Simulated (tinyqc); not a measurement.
Inside a calculation. Method: geometry optimisation on the RHF/sto-3g surface (energies and gradients from PySCF), for H2, spin multiplicity 1. Computed by tinyqc, a small Python program that keeps every step (integrals from PySCF). Settings: charge = 0, multiplicity = 1, basis = sto-3g, optimiser = bfgs, first Hessian = 0.15, largest step = 0.1, iteration cap = 30. Command: `OMP_NUM_THREADS=1 python tinyqc.py 25573 25574 out.jsonl` (the two numbers bound the seeds that draw the settings). One thread of a shared host (Intel(R) Xeon(R) Processor @ 2.60GHz), about 0.1 s of CPU time with the checks.

positions at the start (bohr):
```
,x,y,z
1H,0.000000,0.000000,0.000000
2H,0.000000,0.000000,1.443751
```

Stop when the largest gradient component is below 3e-5 hartree/bohr. The inverse Hessian follows the BFGS update with s = step, y = change of gradient.

Course of the optimisation:
```
step,E (hartree),largest gradient (hartree/bohr)
1,-1.11502888,4.81e-02
2,-1.11693536,2.68e-02
3,-1.11749200,3.96e-03
4,-1.11750582,2.73e-04
5,-1.11750589,3.07e-06
```

Can the last value be used, and what does the course show?

Yes. Converged in 5 steps.
